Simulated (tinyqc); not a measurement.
Ion-assisted plasma etching: sheath, surface coverage, synergy and aspect-ratio dependence: one step, computed by the program tinyqc.

Radicals adsorb on bare sites; ions remove covered sites with a high yield and bare sites by sputtering; a slow spontaneous reaction acts everywhere, walls included.

Problem. Rate at the floor of the feature. Transmission of a long trench, rough form: K = (1 + ln(1 + A))/(1 + A + ln(1 + A)), walls that scatter diffusely without loss. With a loss probability S = s (1 - theta) at the floor, G_b/G_n = K/(K + S - K S); theta follows G_b, and the two are solved together. Ions are taken to reach the floor unshadowed; G_b replaces G_n in every term of the rate; A is depth over width. Steady coverage: s G_n (1 - theta) = x Y G_i theta; removal flux = Y G_i theta + Y_p G_i (1 - theta) + k_c G_n; rate = flux/N, 1 cm/s = 6e8 nm/min.

Inputs (values chosen for the exercise, close to those used for silicon in a halogen plasma): gas temperature T_g = 350 K; sticking coefficient s = 0.098; radicals per removed unit x = 3; spontaneous reaction probability k_c = 0.00041; solid density N = 5e+22 1/cm^3; aspect ratio A = 1.3.

Feature: long trench.

yield Y = 5.237016

sputter yield Y_p = 0.2997925

ion flux G_i = 2.323723e+16 1/(cm^2 s)

radical flux G_n = 1.065232e+17 1/(cm^2 s)

vertical rate = 122.3926 nm/min

Give: transmission K; G_b/G_n; coverage at the floor; rate at the floor; floor rate over open-field rate.

Solution.

transmission K = 0.58505

G_b/G_n = 0.93660

coverage at the floor = 0.026083

rate at the floor = 120.00 nm/min

floor rate over open-field rate = 0.98042

The lag is 2.0 %. Caution: the trench transmission is an interpolation between the limits 1 and ln(A)/A, good to tens of per cent.
